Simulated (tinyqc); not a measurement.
Lattice vibrations of a chain, step by step. Computed by tinyqc, a small Python program that keeps every step. Command: `OMP_NUM_THREADS=1 python tinyqc.py 25903 25904 out.jsonl` (the two numbers bound the seeds that draw the settings). One thread of a shared host (Intel(R) Xeon(R) Processor @ 2.60GHz), about 0.01 s of CPU time with the checks.

## Dynamical matrix at q = 0.3

A chain moving along its axis:

| atom | mass (u) | spring to the next atom (eV/angstrom^2) |
|---|---|---|
| 1 | 91.1000 | 20.4000 |
| 2 | 6.6000 | 16.0000 |
| 3 | 57.9000 | 28.4000 |
| 4 | 76.2000 | 14.9000 |

q is in units of 2 pi/a. A spring k from atom i to atom j, n cells on, adds k to Phi_ii and Phi_jj, -k exp(2 pi i q n) to Phi_ij and the conjugate to Phi_ji (for one atom a cell: 2k (1 - cos 2 pi q n)); D_ij = Phi_ij / sqrt(m_i m_j).

D(q) (eV/(angstrom^2 u)):
```
                1        2        3               4
1          0.3875  -0.8320   0.0000  0.0553+0.1701i
2         -0.8320   5.5152  -0.8185          0.0000
3          0.0000  -0.8185   0.7668         -0.4276
4  0.0553-0.1701i   0.0000  -0.4276          0.5682
```

## Frequencies

omega^2 are the eigenvalues; wavenumber = 521.4708 sqrt(eigenvalue) 1/cm.

eigenvalues: 0.0677  0.3271  1.0648  5.7781

wavenumbers (1/cm): 135.7  298.3  538.1  1253.5

weights |e|^2 of the mass-weighted modes:
```
        mode 1  mode 2  mode 3  mode 4
atom 1  0.3893  0.5368  0.0512  0.0227
atom 2  0.0210  0.0179  0.0096  0.9515
atom 3  0.2378  0.2467  0.4898  0.0257
atom 4  0.3519  0.1985  0.4494  0.0002
```

## Dispersion and heat capacity

C/k_B per atom = mean over q = (j + 1/2)/80, j = 0..39 and all branches of y^2 e^y/(e^y - 1)^2, y = hc wavenumber / k_B T.

Wavenumbers (1/cm):

| q | branch 1 | branch 2 | branch 3 | branch 4 |
|---|---|---|---|---|
| 0.0000 | 0.0000 | 344.8019 | 527.0465 | 1253.5947 |
| 0.0625 | 29.0546 | 342.4981 | 527.7612 | 1253.5889 |
| 0.1250 | 57.9176 | 335.7735 | 529.7401 | 1253.5722 |
| 0.1875 | 86.3801 | 325.1216 | 532.5597 | 1253.5472 |
| 0.2500 | 114.1857 | 311.2113 | 535.6943 | 1253.5178 |
| 0.3125 | 140.9576 | 294.8223 | 538.6500 | 1253.4883 |
| 0.3750 | 165.9638 | 277.0103 | 541.0333 | 1253.4633 |
| 0.4375 | 187.1323 | 260.0719 | 542.5695 | 1253.4466 |
| 0.5000 | 197.1457 | 251.4546 | 543.0989 | 1253.4408 |

Heat capacity:

| T (K) | C/k_B per atom |
|---|---|
| 20 | 0.0495 |
| 50 | 0.1278 |
| 100 | 0.2660 |
| 200 | 0.4884 |
| 300 | 0.6227 |
| 600 | 0.8292 |
| 1200 | 0.9461 |

zero-point energy per atom = 34.1702 meV
